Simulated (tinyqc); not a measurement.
# Ballistic Schottky-barrier transistor with a two-dimensional channel, WKB contacts: what changes with what

Source Fermi level 0, drain Fermi level -Vd. Far from the contacts Ec = pn - psi, and the gate moves psi one to one; the band edges relax as exp(-x/lam) from pn at the source and pn - Vd at the drain; Ev = Ec - Eg. A carrier of energy w inside the channel band meets at a contact a barrier of height D (the contact edge beyond the channel edge): T = 1 for w >= D, else exp(-S), S = 4 lam sqrt(m/C) [sqrt(D - w) - sqrt(w) arctan sqrt((D - w)/w)], C = hbar^2/(2 m0). The two contacts combine as Ts Td/(Ts + Td - Ts Td).

Inputs (values chosen for the exercise); channel values close to those of a tungsten diselenide layer:
- T = 250 K (temperature)
- Eg = 1.4 eV (band gap)
- pn = 0.86 eV (barrier for electrons at both contacts)
- mn = 0.35 m0 (electron mass)
- mp = 0.4 m0 (hole mass)
- g = 2 (valleys or subbands)
- lam = 2.3 nm (screening length at the contacts)
- Vd = 0.7 V (drain bias)

Constants: q = 1.602176634e-19 C, kB = 1.380649e-23 J/K, hbar = 1.054571817e-34 J s, h = 6.62607015e-34 J s, m0 = 9.1093837015e-31 kg, Vt = kB T/q, hbar^2/(2 m0) = 0.0380998212 eV nm^2. Results are converted to the units shown.

Each table varies one quantity; the others keep the values above.

## Ambipolar transfer curve

I/W = g (2 q^2/h) int T(w) [N(Es + w) - N(Ed + w)] dw with w the energy of motion along the channel, N(y) = (1/2 pi) sqrt(pi m kB T/C) Fm(-y/kB T), Fm(x) = (1/sqrt(pi)) int_0^infinity u^(-1/2)/(1 + exp(u - x)) du. Electrons: Ds = psi, Dd = psi - Vd, Es = Ec, Ed = Ec + Vd. Holes: Ds = -psi, Dd = Vd - psi, Es = -Ev, Ed = -Ev - Vd. The size of each current is taken; both flow from drain to source and add. The integrals are converged. Swing = d(psi)/d(log10 I).

Ambipolar transfer curve:

| ps (V) | electrons (uA/um) | holes (uA/um) | I (uA/um) | swing (mV/decade) |
|---|---|---|---|---|
| -0.43 | 4.139e-24 | 29.45 | 29.45 | -348.9 |
| -0.3 | 1.728e-21 | 10.99 | 10.99 | -264.0 |
| -0.17 | 7.216e-19 | 2.881 | 2.881 | -189.2 |
| -0.04 | 3.013e-16 | 0.4175 | 0.4175 | -127.3 |
| 0.09 | 1.432e-14 | 0.02297 | 0.02297 | -86.79 |
| 0.22 | 2.721e-13 | 5.909e-4 | 5.909e-4 | -81.56 |
| 0.35 | 7.842e-12 | 1.704e-5 | 1.704e-5 | -87.90 |
| 0.49 | 4.136e-10 | 5.340e-7 | 5.344e-7 | -99.81 |
| 0.62 | 2.073e-8 | 3.287e-8 | 5.360e-8 | -6929 |
| 0.75 | 1.231e-6 | 5.718e-10 | 1.231e-6 | 72.12 |
| 0.88 | 8.173e-5 | 1.370e-12 | 8.173e-5 | 71.85 |
| 1.01 | 0.003472 | 3.280e-15 | 0.003472 | 93.86 |

What does the comparison show?

I goes from 29.5 through a minimum of 5.36e-8 (at ps = 0.62 V among the rows listed) to 0.00347 uA/um; the exact minimum lies at psi = 0.621 V. Holes carry the left branch and electrons the right. The ratio of the last row to the smallest is 64800 and of the first row 5.49e8, with barriers of 0.86 eV for electrons and 0.540 eV for holes. The steepest swing among the rows is 71.9 mV/decade, against the thermionic limit 49.6.

## Barrier height from the temperature dependence

Same model as above.

The apparent barrier is -d ln(I_e/T^1.5)/d(q/kB T), taken between T - 10 K and T + 10 K for the electron current.

Barrier height from the temperature dependence:

| ps (V) | electrons (uA/um) | Ec (eV) | apparent barrier (eV) |
|---|---|---|---|
| -0.25 | 1.76e-20 | 1.11 | 1.11 |
| -0.18 | 4.54e-19 | 1.04 | 1.04 |
| -0.11 | 1.17e-17 | 0.97 | 0.97 |
| -0.04 | 3.01e-16 | 0.90 | 0.90 |
| 0 | 1.93e-15 | 0.86 | 0.86 |
| 0.1 | 1.77e-14 | 0.76 | 0.80 |
| 0.17 | 8.31e-14 | 0.69 | 0.75 |
| 0.24 | 4.45e-13 | 0.62 | 0.70 |
| 0.31 | 2.68e-12 | 0.55 | 0.64 |
| 0.38 | 1.79e-11 | 0.48 | 0.58 |
| 0.45 | 1.29e-10 | 0.41 | 0.51 |

For psi < 0 the channel edge is the highest point, and the apparent barrier follows Ec one to one (1.11 eV against 1.11). At flat band it is 0.860 eV (psi = 0 V), near pn = 0.86 eV. Beyond, the top stays at pn but tunnelling lowers the apparent value to 0.512 eV in the last row, so only the point where the line bends gives the true barrier.

## Effect of the drain bias on the off state

Same model as above.

For each Vd, psi is set to the minimum of I.

Effect of the drain bias on the off state:

| Vd (V) | psi at the minimum (V) | smallest I (uA/um) |
|---|---|---|
| 0.05 | 0.261 | 8.36e-13 |
| 0.21 | 0.359 | 1.58e-11 |
| 0.37 | 0.458 | 2.61e-10 |
| 0.53 | 0.555 | 4.68e-9 |
| 0.68 | 0.613 | 4.21e-8 |
| 0.84 | 0.678 | 3.07e-7 |
| 1 | 0.747 | 2.59e-6 |

What does the comparison show?

The smallest current rises from 8.36e-13 to 2.59e-6 uA/um, 5.79 decades a volt between the last two rows, and the minimum moves by 0.51 V a volt over the table: a larger Vd lets holes enter from the drain while electrons still enter from the source.

Range of the model: No scattering, image-force lowering, channel charge or band-to-band tunnelling; parabolic kappa overstates S deep in the gap.

Program tinyqc, `OMP_NUM_THREADS=1 python tinyqc.py 2390034 2390035 out.jsonl`; Intel Xeon 2.30GHz, shared host, one thread, about 0.5 s.
